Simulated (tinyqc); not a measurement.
Equilibrium crystal shape, supported particles, Gibbs-Thomson effect and coarsening: one step, computed by the program tinyqc. Command: `OMP_NUM_THREADS=1 python tinyqc.py 3000041 3000042 out.jsonl wulff walk`. One thread of a shared host (Intel(R) Xeon(R) Processor @ 2.30GHz), about 0.04 s of CPU time with the checks.

A cubic crystal bounded by {100}, {110} and {111} facets only.

Question. The particle on a substrate. Winterbottom: the particle sits on its largest facet family, {110}, with energy gamma_f; the substrate plane cuts the shape at the distance lambda (gamma_f - W_a) below the centre. Height over that of the free particle at the same lambda = (2 gamma_f - W_a)/(2 gamma_f). An isotropic particle with gamma_mean has cos(theta) = W_a/gamma_mean - 1 (Young-Dupre); a film dewets into particles whenever W_a < 2 gamma.

Inputs (values chosen for the exercise, for a model metal): atoms in the particle N = 630; work of adhesion W_a = 0.36 J/m^2.

gamma (J/m^2): (100) 0.912823, (110) 0.889034, (111) 1.088840

gamma_mean = 0.8945718 J/m^2

Give: relative height; contact angle theta.

Answer.

relative height = 0.7975

contact angle theta = 126.7 degrees

W_a is below gamma_f: more than half of the shape shows. Caution: below a few thousand atoms edges and corners add to the energy and facets hold few atoms.
